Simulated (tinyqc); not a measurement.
One-electron ion in a basis of Gaussians, step by step. Computed by tinyqc, a small Python program that keeps every step. Settings: Z = 2, l = 0. Command: `OMP_NUM_THREADS=1 python tinyqc.py 28239 28240 out.jsonl` (the two numbers bound the seeds that draw the settings). One thread of a shared host (Intel(R) Xeon(R) Processor @ 2.60GHz), about 0.01 s of CPU time with the checks.

## Matrices over normalised Gaussians

exponents of r^l exp(-a r^2) (1/bohr^2): 0.373800  1.599000  6.836000  29.230000

Z = 2

l = 0

With p = a_i + a_j and I(k) = Gamma((k+1)/2) / (2 p^((k+1)/2)): S = I(2l+2), T = (2l+3) a_i a_j S / p, V = -Z I(2l+1), each divided by sqrt(S_ii S_jj).

S:
```
          1         2         3         4
1  1.000000  0.693883  0.295285  0.105530
2  0.693883  1.000000  0.694073  0.295368
3  0.295285  0.694073  1.000000  0.694019
4  0.105530  0.295368  0.694019  1.000000
```

T (hartree):
```
          1         2          3          4
1  0.560700  0.630685   0.313965   0.116847
2  0.630685  2.398500   2.698311   1.343392
3  0.313965  2.698311  10.254000  11.535205
4  0.116847  1.343392  11.535205  43.845000
```

V (hartree):
```
           1          2          3           4
1  -1.951280  -2.199443  -1.789319   -1.295787
2  -2.199443  -4.035750  -4.549177   -3.701081
3  -1.789319  -4.549177  -8.344515   -9.406005
4  -1.295787  -3.701081  -9.406005  -17.254980
```

## Generalised eigenproblem

H = T + V (hartree):
```
           1          2          3          4
1  -1.390580  -1.568759  -1.475355  -1.178940
2  -1.568759  -1.637250  -1.850867  -2.357688
3  -1.475355  -1.850867   1.909485   2.129200
4  -1.178940  -2.357688   2.129200  26.590020
```

Solve H C = S C e through S^(-1/2); each column has its largest component positive (the first on a tie).

eigenvalues of S: 0.104722  0.367684  1.095675  2.431919

eigenvalues (hartree): -1.992573  0.117609  8.494240  53.493290

coefficients:
```
          1          2          3          4
1  0.423470   1.309808  -0.581274  -0.217021
2  0.560681  -1.116926   1.567868   0.703679
3  0.134174  -0.057880  -1.515480  -1.482774
4  0.032569  -0.037519   0.039602   1.508925
```

For Z = 2 and l = 0 the exact lowest level is -Z^2/(2 n^2) with n = l + 1: -2.000000 hartree.
